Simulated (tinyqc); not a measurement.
Shallow donor in effective-mass theory, with valley-orbit splitting, step by step. Values are carried at full precision from step to step, so a last printed digit may differ when a step is redone from the rounded ones.

Constants: Ry = 13.60569312 eV; a0 (Bohr radius) = 0.5291772105 angstrom; hbar^2/2m0 = 3.80998211 eV angstrom^2; e^2/(4 pi eps0) = 14.39964547 eV angstrom.

Values chosen for the exercise (near those of a group-V donor in Si; the results hold for these values, not for the real material):

| symbol | value | unit | meaning |
|---|---|---|---|
| ml | 0.923 | m0 | longitudinal mass |
| mt | 0.189 | m0 | transverse mass |
| eps | 11.7 |  | dielectric constant |
| a | 24.9 | angstrom | trial radius across the axis |
| b | 12.4 | angstrom | trial radius along the axis |
| E0 | -29.5 | meV | single-valley level |
| D0 | 3.82 | meV | central-cell shift |
| D1 | 2.1 | meV | coupling of perpendicular valleys |
| D2 | 1.55 | meV | coupling of opposite valleys |
| Ds | -34.4 | meV | strain splitting: z valleys less the others |

## Hydrogen-like estimates

Ry* = Ry m/eps^2 and a* = a0 eps/m for four choices of one mass: mt, the conductivity mass 3/(1/ml + 2/mt), the density-of-states mass (ml mt^2)^(1/3), and ml.

Estimates:

| mass | m (m0) | Ry* (meV) | a* (angstrom) |
|---|---|---|---|
| mt | 0.1890 | 18.78 | 32.76 |
| conductivity | 0.2572 | 25.56 | 24.08 |
| density of states | 0.3207 | 31.87 | 19.31 |
| ml | 0.9230 | 91.74 | 6.71 |

## Energy of one trial function

One valley: H = -c [(d2/dx2 + d2/dy2)/mt + (d2/dz2)/ml] - q/(eps r), c = hbar^2/2m0, q = e^2/(4 pi eps0). Trial function exp(-sqrt((x^2 + y^2)/a^2 + z^2/b^2)) with a > b: T = (c/3)(2/(mt a^2) + 1/(ml b^2)), V = -(q/eps) atan(u/b)/u, u = sqrt(a^2 - b^2). The central cell of the impurity is left out.

Evaluate T, V and E. Scaling both radii by f changes T to T/f^2 and V to V/f, so the best factor is f = -2T/V, with energy -V^2/(4T).

T = 30.624 meV
V = -59.820 meV
E = -29.196 meV
best scale factor = 1.0239
energy after scaling = -29.212 meV

The virial ratio -V/T is 1.953; it is 2 at the best scale. Scaling gains 0.017 meV.

## Scan over the shape

For each ratio b/a = 0.2, 0.3, ..., 0.9 the best scale follows from a = -2 T1/V1, with T1 and V1 taken at a = 1 angstrom.

Scan:

| b/a | a (angstrom) | b (angstrom) | E (meV) |
|---|---|---|---|
| 0.2 | 55.62 | 11.12 | -15.464 |
| 0.3 | 35.17 | 10.55 | -23.221 |
| 0.4 | 28.31 | 11.33 | -27.490 |
| 0.5 | 25.46 | 12.73 | -29.230 |
| 0.6 | 24.20 | 14.52 | -29.475 |
| 0.7 | 23.71 | 16.59 | -28.913 |
| 0.8 | 23.62 | 18.90 | -27.942 |
| 0.9 | 23.77 | 21.40 | -26.783 |

The best listed ratio is 0.6; (mt/ml)^(1/2) = 0.45 and (mt/ml)^(1/3) = 0.59 are common guesses.

## The minimum

Minimise over a and b. The Mott estimate n_c = (0.25/a_m)^3 uses a_m = (a^2 b)^(1/3); 1/angstrom^3 = 1e24/cm^3.

a = 24.46 angstrom
b = 13.98 angstrom
E = -29.511 meV
a_m = 20.30 angstrom
n_c = 1.87 x 1e18/cm^3

b/a = 0.572. The binding energy is 1.571 times Ry*(mt). The central cell of a real donor shrinks the orbit and raises n_c (3.7 x 1e18/cm^3 for P in Si).

## The valley-orbit matrix

Basis: the 1s envelopes of the valleys +x, -x, +y, -y, +z, -z. Diagonal E0 - D0, element -D2 between opposite valleys and -D1 between perpendicular ones. Strain along [001] adds 2 Ds/3 to the z valleys and -Ds/3 to the others.

Fill it in with the strain.

H (meV):
```
         +x       -x       +y       -y       +z       -z
+x  -21.853   -1.550   -2.100   -2.100   -2.100   -2.100
-x   -1.550  -21.853   -2.100   -2.100   -2.100   -2.100
+y   -2.100   -2.100  -21.853   -1.550   -2.100   -2.100
-y   -2.100   -2.100   -1.550  -21.853   -2.100   -2.100
+z   -2.100   -2.100   -2.100   -2.100  -56.253   -1.550
-z   -2.100   -2.100   -2.100   -2.100   -1.550  -56.253
```

## Levels and ground state

Diagonalise. For the lowest state give the amplitudes (positive) and (sum of amplitudes)^2/6, the contact density relative to no strain.

levels (meV): -58.930  -54.703  -26.477  -20.303  -20.303  -19.203

amplitudes: +x 0.0931, -x 0.0931, +y 0.0931, -y 0.0931, +z 0.6947, -z 0.6947

relative contact density = 0.5175

The z valleys hold 96.5 % of the ground state, against 33.3 % without strain.

## Checks

- Energy from 21 anisotropic Gaussians against the two-parameter function, meV: -29.55 against -29.51.
- Unstrained levels against E0 - D0 - 4 D1 - D2 (A1), E0 - D0 + D2 (T2, threefold) and E0 - D0 + 2 D1 - D2 (E, twofold): they agree to 1e-10 or better.

(tinyqc, `OMP_NUM_THREADS=1 python tinyqc.py 1250460 1250461 out.jsonl`, Intel(R) Xeon(R) Processor @ 2.30GHz, 1 thread, shared host, about 0.01 s.)
